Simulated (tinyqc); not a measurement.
Worked calculation: CIS on RHF in the sto-3g basis, for BeH2, spin multiplicity 1. One step of it, computed by the program tinyqc.

Task: CIS matrix, singlets. A(ia,jb) = (e_a - e_i) d_ij d_ab + 2 (ia|jb) - (ij|ab).

orbital energies (hartree): MO1 -4.528004, MO2 -0.431474, MO3 -0.391073, MO4 0.213824, MO5 0.213824, MO6 0.391907, MO7 0.776999

Two-electron integrals over orbitals (pq|rs), unique and non-zero (hartree):
```
p,q,r,s,(pq|rs)
1,1,1,1,2.271736
2,1,1,1,-0.190081
2,1,2,1,0.024495
2,2,1,1,0.467084
2,2,2,1,-0.005993
2,2,2,2,0.382237
3,1,3,1,0.005324
3,2,3,1,0.011956
3,2,3,2,0.160897
3,3,1,1,0.432625
3,3,2,1,-0.002502
3,3,2,2,0.394705
3,3,3,3,0.418038
4,1,4,1,0.015756
4,2,4,1,0.015025
4,2,4,2,0.047968
4,3,4,3,0.013190
4,4,1,1,0.569181
4,4,2,1,-0.007477
4,4,2,2,0.358679
4,4,3,3,0.342503
4,4,4,4,0.449859
5,1,5,1,0.015756
5,2,5,1,0.015025
5,2,5,2,0.047968
5,3,5,3,0.013190
5,4,5,4,0.024249
5,5,1,1,0.569181
5,5,2,1,-0.007477
5,5,2,2,0.358679
5,5,3,3,0.342503
5,5,4,4,0.401360
5,5,5,5,0.449859
6,1,1,1,-0.190556
6,1,2,1,0.025121
6,1,2,2,-0.006211
6,1,3,3,-0.003316
6,1,4,4,-0.005439
6,1,5,5,-0.005439
6,1,6,1,0.025887
6,2,1,1,0.128875
6,2,2,1,-0.006217
6,2,2,2,-0.017869
6,2,3,3,-0.042819
6,2,4,4,0.062570
6,2,5,5,0.062570
6,2,6,1,-0.004929
6,2,6,2,0.081220
6,3,3,1,-0.001060
6,3,3,2,-0.092679
6,3,6,3,0.085513
6,4,4,1,0.016294
6,4,4,2,0.046887
6,4,6,4,0.049962
6,5,5,1,0.016294
6,5,5,2,0.046887
6,5,6,5,0.049962
6,6,1,1,0.466350
6,6,2,1,-0.006723
6,6,2,2,0.383160
6,6,3,3,0.394264
6,6,4,4,0.357790
6,6,5,5,0.357790
6,6,6,1,-0.006488
6,6,6,2,-0.029729
6,6,6,6,0.399472
7,1,3,1,0.010077
7,1,3,2,0.018642
7,1,6,3,-0.000463
7,1,7,1,0.019287
7,2,3,1,0.004250
7,2,3,2,-0.040755
7,2,6,3,0.062060
7,2,7,1,0.008098
7,2,7,2,0.057017
7,3,1,1,0.147427
7,3,2,1,-0.004338
7,3,2,2,-0.001124
7,3,3,3,-0.018327
7,3,4,4,0.066818
7,3,5,5,0.066818
7,3,6,1,-0.003550
7,3,6,2,0.076799
7,3,6,6,-0.022019
7,3,7,3,0.085555
7,4,4,3,0.013454
7,4,7,4,0.016844
7,5,5,3,0.013454
7,5,7,5,0.016844
7,6,3,1,0.010233
7,6,3,2,0.140912
7,6,6,3,-0.092568
7,6,7,1,0.016385
7,6,7,2,-0.050106
7,6,7,6,0.138014
7,7,1,1,0.556814
7,7,2,1,-0.008011
7,7,2,2,0.409580
7,7,3,3,0.426717
7,7,4,4,0.382202
7,7,5,5,0.382202
7,7,6,1,-0.008004
7,7,6,2,-0.024539
7,7,6,6,0.419045
7,7,7,3,-0.000923
7,7,7,7,0.465788
```

Give: CIS matrix A, singlet.

Result:

CIS matrix A, singlet (hartree):
```
,1>4,1>5,1>6,1>7,2>4,2>5,2>6,2>7,3>4,3>5,3>6,3>7
1>4,4.2042,0.0000,0.0000,0.0000,0.0375,0.0000,0.0000,0.0000,0.0000,0.0000,0.0000,0.0000
1>5,0.0000,4.2042,0.0000,0.0000,0.0000,0.0375,0.0000,0.0000,0.0000,0.0000,0.0000,0.0000
1>6,0.0000,0.0000,4.5053,0.0000,0.0000,0.0000,-0.0031,0.0000,0.0000,0.0000,0.0000,-0.0173
1>7,0.0000,0.0000,0.0000,4.7868,0.0000,0.0000,0.0000,0.0242,0.0000,0.0000,-0.0112,0.0000
2>4,0.0375,0.0000,0.0000,0.0000,0.3826,0.0000,0.0000,0.0000,0.0000,0.0000,0.0000,0.0000
2>5,0.0000,0.0375,0.0000,0.0000,0.0000,0.3826,0.0000,0.0000,0.0000,0.0000,0.0000,0.0000
2>6,0.0000,0.0000,-0.0031,0.0000,0.0000,0.0000,0.6027,0.0000,0.0000,0.0000,0.0000,0.0127
2>7,0.0000,0.0000,0.0000,0.0242,0.0000,0.0000,0.0000,0.9129,0.0000,0.0000,-0.0168,0.0000
3>4,0.0000,0.0000,0.0000,0.0000,0.0000,0.0000,0.0000,0.0000,0.2888,0.0000,0.0000,0.0000
3>5,0.0000,0.0000,0.0000,0.0000,0.0000,0.0000,0.0000,0.0000,0.0000,0.2888,0.0000,0.0000
3>6,0.0000,0.0000,0.0000,-0.0112,0.0000,0.0000,0.0000,-0.0168,0.0000,0.0000,0.5597,0.0000
3>7,0.0000,0.0000,-0.0173,0.0000,0.0000,0.0000,0.0127,0.0000,0.0000,0.0000,0.0000,0.9125
```
